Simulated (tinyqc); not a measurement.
# Thermionic-field emission through a Schottky barrier, WKB: effects of single changes

Metal on an n-type semiconductor with one parabolic valley; V > 0 is forward bias (metal positive). Energies E are counted from the conduction edge of the neutral semiconductor, whose Fermi level lies at -xi; that of the metal lies at -xi - V. The barrier is a parabola of height Vd = phi - xi - V (depletion approximation, no image force).

Values chosen for this exercise; band and dielectric values close to those of silicon:
```
symbol,value,unit,meaning
T,250,K,temperature
me,0.26,m0,electron mass
eps_r,11.6,,relative permittivity
phi,0.32,eV,barrier height seen from the metal
Nd,7.1e17,cm^-3,donor density
```

Constants: q = 1.602176634e-19 C, kB = 1.380649e-23 J/K, eps0 = 8.8541878128e-12 F/m, hbar = 1.054571817e-34 J s, h = 6.62607015e-34 J s, m0 = 9.1093837015e-31 kg, Vt = kB T/q. Results are converted to the units shown.

Each table varies one quantity; the others keep the values above.

## Contact resistivity against barrier height

Nc = 2 (2 pi me m0 kB T/h^2)^1.5 (times 1e-6 for cm^-3); Nd = Nc F12(-xi/Vt), F12(x) = (2/sqrt(pi)) int_0^infinity sqrt(u)/(1 + exp(u - x)) du; E00 = (hbar/2) sqrt(Nd/(me m0 eps0 eps_r)) in SI units (volts). For E < Vd, ln T(E) = -(Vd/E00) [sqrt(1 - y) - y ln((1 + sqrt(1 - y))/sqrt(y))], y = E/Vd; T(E) = 1 above. J = A* T (q/kB) int_0^infinity T(E) N(E) dE, N = ln[(1 + exp((-xi - E)/Vt))/(1 + exp((-xi - V - E)/Vt))], A* = 4 pi q me m0 kB^2/h^3 (times 1e-4 for A/(cm^2 K^2)). The integral is converged to the digits shown; the share over the barrier is that of E > Vd, and 0 means below 1e-6 %. The contact resistivity is rho_c = 1/(dJ/dV) at V = 0, where N becomes V f/Vt with f = 1/(1 + exp((E + xi)/Vt)).

Contact resistivity against barrier height:
```
phi (eV),rho_c (ohm cm^2),thermionic Vt exp(phi/Vt)/(A* T^2) (ohm cm^2)
0.15,2.657e-6,1.166e-5
0.29,8.760e-4,0.007741
0.42,0.2163,3.232
0.56,86.46,2147
0.69,2.324e4,8.963e5
0.83,9.815e6,5.953e8
0.96,2.730e9,2.485e11
1.1,1.184e12,1.651e14
```

What does the table show?

rho_c rises from 2.66e-6 to 1.18e12 ohm cm^2; between the last two rows it grows by a factor e every 23.1 meV, against E00 coth(E00/Vt) = 22.8 meV and Vt = 21.5 meV for pure emission.

## Contact resistivity against doping

The last column is the thermionic value Vt exp(phi/Vt)/(A* T^2). By a common rule of thumb, E00/Vt below 0.5 marks thermionic emission, 0.5 to 5 thermionic-field emission and above 5 field emission.

Results:
```
Nd (cm^-3),E00/Vt,rho_c (ohm cm^2),thermionic rho_c (ohm cm^2)
9.3e16,0.1513,0.01264,0.03116
2.1e17,0.2274,0.008569,0.03116
4.9e17,0.3474,0.004567,0.03116
1.1e18,0.5205,0.001737,0.03116
2.6e18,0.8002,3.213e-4,0.03116
1.3e19,1.789,2.063e-6,0.03116
3.1e19,2.763,1.561e-7,0.03116
7.1e19,4.181,2.306e-8,0.03116
```

Estimate the missing row, Nd = 5.9e18 cm^-3.

Computed row:
```
Nd (cm^-3),E00/Vt,rho_c (ohm cm^2),thermionic rho_c (ohm cm^2)
5.9e18,1.205,2.903e-5,0.03116
```

With this row back in the table: rho_c falls from 0.0126 to 2.31e-8 ohm cm^2: 0.41 of the thermionic value in the first row (thermionic emission) and 7.4e-7 of it in the last (thermionic-field emission). Between the last two rows ln rho_c changes by 0.336 eV for each unit of 1/E00, to be set beside phi = 0.32 eV of the rule rho_c ~ exp(phi/E00). Even in the first row most of the current tunnels through the thin top of the barrier.

## Current against forward bias

Same model as above.

n = (dV/d ln J)/Vt.

Current against forward bias:
```
V (V),J (A/cm^2),share over the barrier (%),mean E/Vd,n
0.086,252.0,14.6,0.8293,1.091
0.105,561.2,16.0,0.8305,1.110
0.125,1289,17.7,0.8327,1.122
0.144,2819,19.6,0.8360,1.132
0.163,6120,21.8,0.8412,1.143
0.183,1.371e4,24.6,0.8503,1.159
0.202,2.917e4,28.0,0.8653,1.179
```

J rises from 252 to 29200 A/cm^2, and n rises from 1.09 to 1.18. The Padovani-Stratton slope is (E00/Vt) coth(E00/Vt) = 1.06; the middle row is 7.1 % above it.

Range of the model: One isotropic valley is assumed; bands with several valleys have a larger Richardson constant and Nc. The depletion approximation, a parabolic band and the neglect of image-force lowering make these currents estimates at high doping.

Program tinyqc, `OMP_NUM_THREADS=1 python tinyqc.py 2640155 2640156 out.jsonl`; Intel Xeon 2.30GHz, shared host, one thread, about 0.06 s.
